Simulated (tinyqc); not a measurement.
Via and link resistance from two via chains.

Question. A chain of 5000 vias joined by 5000 metal links has R = 5000 (Rv + Rlink), with Rlink proportional to the link length. Find Rv, Rlink for length L, and the value of Rv that the short chain would give if the links were ignored.

resistance of chains of 5000 links with link lengths L and 3 L (ohm): 3.05e5  4.65e5

Answer. R per link is a straight line in the link length; its intercept at zero length is Rv.

Rv = 45.00 ohm
Rlink = 16.00 ohm
Rv without correction = 61.00 ohm

tinyqc, about 0.01 s, one thread, Intel Xeon 2.30GHz (shared host): `OMP_NUM_THREADS=1 python tinyqc.py 2750081 2750082 out.jsonl`
